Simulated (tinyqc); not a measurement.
# Quantum-well laser, gain and threshold, step by step

tinyqc, about 0.02 s, one thread, Intel Xeon 2.30GHz (shared host): `OMP_NUM_THREADS=1 python tinyqc.py 2840118 2840119 out.jsonl` Printed values are rounded.

One electron and one heavy-hole subband per well, parabolic, with equal sheet densities n of electrons and holes; k-conserving transitions, TE polarisation, no line broadening, so the gain starts as a step at E0 and peaks there. All wells are pumped alike.

Inputs (values chosen for the exercise); well values close to those of InGaAsP:
```
symbol   value    unit                           meaning
T          300       K                       temperature
E0       0.827      eV          lowest transition energy
me      0.0468      m0            in-plane electron mass
mh       0.283      m0                in-plane hole mass
Ep          25      eV                       Kane energy
nr        3.25                          refractive index
Lw          10      nm                        well width
Nw           1                           number of wells
Gw        0.01              optical confinement per well
ai          15    1/cm                     internal loss
Lc        2000      um                     cavity length
R1         0.1                         front reflectance
R2         0.3                          back reflectance
A        1.7e8     1/s  defect recombination coefficient
B       5.7e-5  cm^2/s    radiative coefficient per well
C        7e-17  cm^4/s        Auger coefficient per well
eta       0.93                      injection efficiency
Wd           3      um                      stripe width
```

Constants: q = 1.602176634e-19 C, kB = 1.380649e-23 J/K, eps0 = 8.8541878128e-12 F/m, hbar = 1.054571817e-34 J s, m0 = 9.1093837015e-31 kg, c = 299792458 m/s, Vt = kB T/q. Results are converted to the units shown.

Range of the model: The second hole subband, left out here, lies within about 2 Vt of the first in a well this wide.

## Densities of states, saturated gain and threshold gain

Nc = me kB T/(pi hbar^2), Nv = mh kB T/(pi hbar^2), mr = me mh/(me + mh) in m0, g0(E) = q^2 Ep mr/(4 nr eps0 c hbar E Lw) (squared momentum element m0 Ep/4, joint density of states mr/(pi hbar^2 Lw) for both spins). Mirror loss am = ln(1/(R1 R2))/(2 Lc); threshold gain gth = (ai + am)/(Nw Gw).

Nc = 5.054023e11 cm^-2
Nv = 3.056172e12 cm^-2
mr = 0.04015888 m0
g0(E0) = 8563.434 1/cm
am = 8.766395 1/cm
gth = 2376.639 1/cm

## Iteration 1: threshold density by Newton steps

n at the start = 1.7e12 cm^-2

fe = 1 - exp(-n/Nc) and fh = 1 - exp(-n/Nv) are the fillings of the two band edges; f = g0 (fe + fh - 1) - gth; f' = g0 [(1 - fe)/Nc + (1 - fh)/Nv]; n(new) = n - f/f'.

fe = 0.9653915
fh = 0.4266457
f = 980.5458 1/cm
f' = 2.192945e-9 cm
n after iteration 1 = 1.252864e12 cm^-2

## Iteration 2: threshold density by Newton steps

As before.

fe = 0.9161682
fh = 0.3363135
f = -214.5289 1/cm
f' = 3.280087e-9 cm
n after iteration 2 = 1.318267e12 cm^-2

## Course of the iteration: threshold density by Newton steps

Stop when n changes by less than 1000 cm^-2, or after 30 iterations. n must stay positive.

Course of the iteration:
```
iteration    n (cm^-2)  |change| (cm^-2)
1          1.252864e12           4.47e11
2          1.318267e12           6.54e10
3          1.320565e12            2.30e9
4          1.320568e12            2.64e6
5          1.320568e12              3.48
```

Converged in 5 iterations. At the end the number of correct digits about doubles with each step.

## Quasi-Fermi levels and threshold current

nth = 1.320568e12 cm^-2

Fc = Vt ln(exp(n/Nc) - 1) above the electron subband edge, Fv = Vt ln(exp(n/Nv) - 1) below the hole subband edge; gain extends from E0 to E0 + Fc + Fv. Jth = q Nw (A n + B n^2 + C n^3)/eta at n = nth, Ith = Jth Wd Lc; differential efficiency of both facets eta am/(ai + am).

Fc = 0.06558022 eV
Fv = -0.01590633 eV
width of the gain band = 0.04967389 eV
Jth = 83.57238 A/cm^2
Ith = 5.014343 mA
differential efficiency = 0.3430368

The electrons are degenerate and the holes not degenerate at the band edge. Defect, radiative and Auger recombination carry 46, 20 and 33 % of the threshold current. Transparency (g = 0) needs n = 7.63e11 cm^-2.

## Gain spectrum at threshold

E - E0, point 0 to 7 (eV): 0  0.01  0.02  0.03  0.04  0.05  0.06  0.07

At photon energy E: fe = 1/(1 + exp(((mr/me)(E - E0) - Fc)/Vt)), fh = 1/(1 + exp(((mr/mh)(E - E0) - Fv)/Vt)), g = g0(E0)(E0/E)(fe + fh - 1).

```
point         fe         fh   g (1/cm)
0      0.9266787  0.3508547   2376.639
1      0.9006824  0.3384576   2023.393
2      0.8667939  0.3262783   1614.321
3      0.8236068  0.3143291   1139.856
4      0.7701310  0.3026209    594.263
5      0.7062261  0.2911636    -21.079
6      0.6330209  0.2799660   -694.727
7      0.5531169  0.2690356  -1404.135
```

The gain turns into absorption at E - E0 = Fc + Fv = 0.0497 eV (Bernard-Duraffourg condition), inside the listed range.
